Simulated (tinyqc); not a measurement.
AlGaN/GaN HEMT with access regions, lumped model: one step of the calculation.

A polarisation-induced electron sheet under a Schottky gate, in series with two ungated access regions and contacts. Drift law v = mu E/(1 + mu E/vs) under the gate. Currents in mA/mm, resistances in ohm mm. No self-heating, no channel-length modulation; fits for polarisation, barrier and offset are chosen for the exercise.

Problem. On-resistance and breakdown. sigma = (5e13 x + 1.6e13 x^2) cm^-2, phiB = 0.84 + 1.3 x, dEc = 0.7 (1.71 x + x^2) in volts, Cb = eps0 eps_r/d, VT = phiB - dEc - q sigma/Cb, access density n0 = -Cb VT/q. Ron = 2 Rc + Ls/(q mu n0) + Ld/(q mu (1 - ft) n0) + Lg/(mu Cb (Vg - VT)). Off state: a depleted stretch that holds the voltage V has the peak field sqrt(k V), k = 2 q n0/(eps0 eps_r te), so one edge holds V1 = Ec^2/k. The sheet under the plate pinches off at Vf = q n0 (1/Cb + tf/(eps0 ei)); beyond it the gate edge is screened. BV = V1 if Vf >= V1, else Vf + V1, and at most Ec Ld. Specific resistance Ron (Ls + Lg + Ld); figure of merit BV^2 over it.

Parameters, values chosen for the exercise; values close to those of AlGaN/GaN structures: aluminium share of the barrier x = 0.34; barrier thickness d = 15 nm; relative permittivity of barrier and channel eps_r = 9.1; channel mobility mu = 1200 cm^2/(V s); saturation velocity vs = 1.2e7 cm/s; gate length Lg = 0.25 um; source access length Ls = 2 um; drain access length Ld = 12 um; resistance of each contact Rc = 0.44 ohm mm; share of the drain-access electrons removed by traps ft = 0.15; gate voltage Vg = 0 V; critical field Ec = 2.7 MV/cm; depth over which the depleted charge spreads te = 0.19 um; insulator under the field plate tf = 300 nm; relative permittivity of that insulator ei = 3.9.

Constants: q = 1.602176634e-19 C, eps0 = 8.8541878128e-14 F/cm where lengths are in cm. Results are converted to the units shown.

Wanted: Ron; Vf; V1; BV; specific resistance; figure of merit.

Solution.

Ron = 6.1392 ohm mm
Vf = 230.14 V
V1 = 21.516 V
BV = 21.516 V
specific resistance = 0.87484 mohm cm^2
figure of merit = 0.52916 MW/cm^2

The plate pinches off too late to screen the gate edge, so it adds nothing.

Computed by the program tinyqc: `OMP_NUM_THREADS=1 python tinyqc.py 2570147 2570148 out.jsonl`, one thread of a shared Intel Xeon 2.30GHz, about 0.02 s for the whole run.
